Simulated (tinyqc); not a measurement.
From results back to parameters: eight-band Kane k.p model. Five cases, with inputs chosen for the exercise.

Problem. In the Kane model 1/m = A_r + Ep (Eg + 2 Dso/3)/(Eg (Eg + Dso)) and the Roth formula gives g* = 2 - 2 Ep Dso/(3 Eg (Eg + Dso)). The mass and the g factor below were computed from hidden Ep and Dso.

Case 1.

Values chosen (out of a larger set: near those of InP; not measured data): Eg = 1.5 eV (gap at Gamma to the s-like level); A_r = 0 (remote-band term in 1/m).

m = 0.0749203 m0
g* = 1.36171

Case 2.

Values chosen (out of a larger set: near those of Ge; not measured data): Eg = 0.915 eV (gap at Gamma to the s-like level); A_r = 0 (remote-band term in 1/m).

m = 0.0395660 m0
g* = -2.53350

Case 3.

Values chosen (out of a larger set: near those of InP; not measured data): Eg = 1.457 eV (gap at Gamma to the s-like level); A_r = 1 (remote-band term in 1/m).

m = 0.0657836 m0
g* = 1.30183

Case 4.

Values chosen (out of a larger set: near those of InAs; not measured data): Eg = 0.434 eV (gap at Gamma to the s-like level); A_r = 1 (remote-band term in 1/m).

m = 0.0224081 m0
g* = -13.97239

Case 5.

Values chosen (out of a larger set: near those of GaP; not measured data): Eg = 2.857 eV (gap at Gamma to the s-like level); A_r = 0 (remote-band term in 1/m).

m = 0.0912296 m0
g* = 1.80159

Find: X; Y; Ep; Dso.

Solution. Let X = 1/m - A_r and Y = (2 - g*)/2. Then X + Y = Ep/Eg and X - 2 Y = Ep/(Eg + Dso).

Case 1.

X = 13.348
Y = 0.319
Ep = 20.50 eV
Dso = 0.113 eV

Case 2.

X = 25.274
Y = 2.267
Ep = 25.20 eV
Dso = 0.300 eV

Case 3.

X = 14.201
Y = 0.349
Ep = 21.20 eV
Dso = 0.113 eV

Case 4.

X = 43.627
Y = 7.986
Ep = 22.40 eV
Dso = 0.376 eV

Case 5.

X = 10.961
Y = 0.099
Ep = 31.60 eV
Dso = 0.079 eV

Computed by tinyqc, one run a case: `OMP_NUM_THREADS=1 python tinyqc.py N N+1 out.jsonl` with N = 1081274, 1081280, 1081281, 1081288, 1081301; one thread of a shared Intel(R) Xeon(R) Processor @ 2.30GHz, about 0.1 s a run at most.
